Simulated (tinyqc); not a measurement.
## Landau coefficients from the transition

Question. u = a0 (T - T0) P^2 + be P^4 + ga P^6 (P in uC/cm^2, E in kV/cm, u in mJ/cm^3). Above the transition chi = Cw/(T - T0) with Cw = 1/(2 eps0 a0); at TC = T0 + be^2/(4 a0 ga) the polarisation jumps by sqrt(-be/(2 ga)). Find a0, be and ga.

Values chosen for this exercise:
```
symbol,value,unit,meaning
T0,600,K,Curie-Weiss temperature
```

Constants: eps0 = 8.8541878128e-14 F/cm where lengths are in cm. Results are converted to the units shown.

TC = 622.192029 K
jump of P at TC = 39.0094749 uC/cm^2
Curie constant = 2.35293556e5 K

Solution. The Curie constant gives a0. At TC both u = 0 and du/dP = 0, which give ga = al/P^4 and be = -2 al/P^2 with al = a0 (TC - T0).

a0 = 0.0240 kV cm/(uC K)
be = -7.00e-4 kV cm^5/uC^3
ga = 2.30e-7 kV cm^9/uC^5

Computed by the program tinyqc: `OMP_NUM_THREADS=1 python tinyqc.py 2860039 2860040 out.jsonl`, one thread of a shared Intel Xeon 2.30GHz, about 0.01 s for the whole run.
